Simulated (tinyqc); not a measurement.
The 3-omega method: a line heater on a substrate with a thin film: one step, computed by the program tinyqc.

A current at angular frequency omega = 2 pi f heats the line at 2 omega with the amplitude P per length; the temperature swing Delta T at 2 omega gives a voltage at 3 omega. The substrate is taken as semi-infinite and isotropic, and the heat capacity of heater and film is left out.

Task: Conductivity from the slope. Delta T_s = (P/(pi kappa)) int_0^infinity (sin x/x)^2 / sqrt(x^2 + (q b)^2) dx with (q b)^2 = i |q b|^2, averaged over the heater width (12 Gauss-Legendre points on each of the pieces 0, 14 log-spaced edges from 1e-5 to 1, and multiples of pi to 40 pi; the tail adds 1/(4 (40 pi)^2)). Take the in-phase swing at f and at 2f; in the narrow-line limit kappa = P ln 2/(2 pi [Delta T(f) - Delta T(2f)]), whatever the film and the heater width.

Inputs (values chosen for the exercise, modelled on hafnia on silica): substrate conductivity kappa = 1.42 W/(m K); substrate heat capacity C = 1.66 1e6 J/(m^3 K); heater half-width b = 22 micrometre; power amplitude per length P = 0.66 W/m; current frequency f = 2800 Hz.

in-phase Delta T_s = 0.03682846 K

Give: in-phase Delta T_s at 2f; kappa from the slope; error of the slope method.

Result:

in-phase Delta T_s at 2f = 0.02604 K

kappa from the slope = 6.750 W/(m K)

error of the slope method = 375.4 %
